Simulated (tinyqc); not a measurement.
## MOS capacitor on a p-type substrate, surface potential from the exact charge relation: Capacitance-voltage curves

Uniform p-type substrate, Boltzmann statistics, full ionisation, classical densities. psi is the surface potential against the body (positive when the bands bend down) and u = psi/Vt. Traps are spread evenly over the gap and neutral at flat band, so their charge is -q Dit psi; the minority quasi-Fermi level is shifted by Vb.

ni = sqrt(Nc Nv) exp(-Eg/(2 Vt)), Eg in volts; phiF = Vt ln(N/ni); Cox = eps0 eox/tox; Vfb = phiM - chi - (Eg - Vt ln(Nv/N)) - q Nf/Cox; Q0 = sqrt(2 eps0 eps_r q N Vt); r = (ni/N)^2 exp(-Vb/Vt); VT = Vfb + [(2 phiF + Vb)(1 + q Dit/Cox) + sqrt(2 eps0 eps_r q N (2 phiF + Vb))/Cox]. u = psi/Vt; F^2 = exp(-u) + u - 1 + r (exp(u) - u - 1); Qs = -sign(u) Q0 F; Cs = -dQs/dpsi = (Q0/Vt) |1 - exp(-u) + r (exp(u) - 1)|/(2 F). psi solves Vg = Vfb + psi + (q Dit psi - Qs)/Cox. Low frequency: 1/C_LF = 1/Cox + 1/(Cs + q Dit). High frequency, in the simple estimate in which traps and minority carriers do not follow: 1/C_HF = 1/Cox + 1/Cd, Cd being Cs with r = 0 at the same psi. Deep depletion: r = 0 and Dit = 0 both in the equation for psi and in Cs. Minority sheet density N_inv = (Q0/(2 q)) int_0^u r (exp(t) - 1)/F(t) dt for u > 0. N_inv under 1 cm^-2 is printed as 0. Regimes: accumulation when majority carriers gather, then depletion up to |psi| = phiF + Vb, weak inversion up to 2 phiF + Vb, strong inversion beyond.

Values chosen for this exercise; band and dielectric values close to those of germanium:
- T = 400 K (temperature)
- Eg = 0.667 eV (band gap)
- eps_r = 16 (relative permittivity)
- Nc = 1.57e19 cm^-3 (conduction-band density of states at T)
- Nv = 9.11e18 cm^-3 (valence-band density of states at T)
- chi = 4 eV (electron affinity)
- N = 1.2e18 cm^-3 (acceptor density of the substrate)
- eox = 3.9 (relative permittivity of the gate insulator (close to silicon dioxide))
- tox = 1.5 nm (insulator thickness)
- phiM = 4.62 eV (gate work function)
- Nf = 0 cm^-2 (fixed charge at the interface, in units of q)
- Dit = 1.8e12 cm^-2 eV^-1 (density of interface traps)
- Vb = 0 V (reverse bias of the inversion layer against the body)

Constants: q = 1.602176634e-19 C, kB = 1.380649e-23 J/K, Vt = kB T/q, eps0 = 8.8541878128e-14 F/cm where lengths are in cm. Results are converted to the units shown.

Results:

| Vg (V) | psi (V) | C_LF/Cox | C_HF/Cox | C_deep/Cox | N_inv (cm^-2) | regime |
|---|---|---|---|---|---|---|
| -0.82 | -0.16696 | 0.90914 | 0.90810 | 0.91032 | 0 | accumulation |
| -0.59 | -0.14274 | 0.87739 | 0.87548 | 0.87878 | 0 | accumulation |
| -0.36 | -0.10857 | 0.81910 | 0.81490 | 0.81989 | 0 | accumulation |
| -0.13 | -0.055003 | 0.70117 | 0.68955 | 0.69498 | 0 | accumulation |
| 0.33 | 0.16852 | 0.35873 | 0.30271 | 0.29238 | 1.2987e7 | depletion |
| 0.56 | 0.32398 | 0.29800 | 0.22952 | 0.22053 | 7.5076e8 | weak inversion |
| 0.78 | 0.47959 | 0.31685 | 0.19372 | 0.18531 | 5.3289e10 | weak inversion |
| 1.01 | 0.59484 | 0.69392 | 0.17637 | 0.16207 | 1.1530e12 | strong inversion |
| 1.24 | 0.64389 | 0.84686 | 0.17036 | 0.14583 | 3.5708e12 | strong inversion |
| 1.47 | 0.67237 | 0.89836 | 0.16716 | 0.13366 | 6.3787e12 | strong inversion |

Estimate the missing row, Vg = 0.1 V.

Computed row:

| Vg (V) | psi (V) | C_LF/Cox | C_HF/Cox | C_deep/Cox | N_inv (cm^-2) | regime |
|---|---|---|---|---|---|---|
| 0.1 | 0.035577 | 0.50426 | 0.47143 | 0.46676 | 3.5612e5 | depletion |

With this row back in the table: C_LF/Cox is lowest, 0.298, at Vg = 0.56 V (weak inversion) among the rows listed and is 0.898 in the last row, where C_HF/Cox is 0.167 and the deep-depletion value 0.134. Vfb = 0.0229 V, where C_HF/Cox = 0.550 (Cox in series with eps0 eps_r/LD), and VT = 0.824 V. Over the last two rows psi moves by only 0.12 V a volt of gate bias, since the inversion charge screens the body. The traps add q Dit = 0.13 Cox beside Cs, which lifts C_LF above C_HF even in depletion. In strong accumulation and inversion degeneracy and confinement, left out here, lower the capacitance.

tinyqc, about 0.01 s, one thread, Intel Xeon 2.30GHz (shared host): `OMP_NUM_THREADS=1 python tinyqc.py 2060112 2060113 out.jsonl`
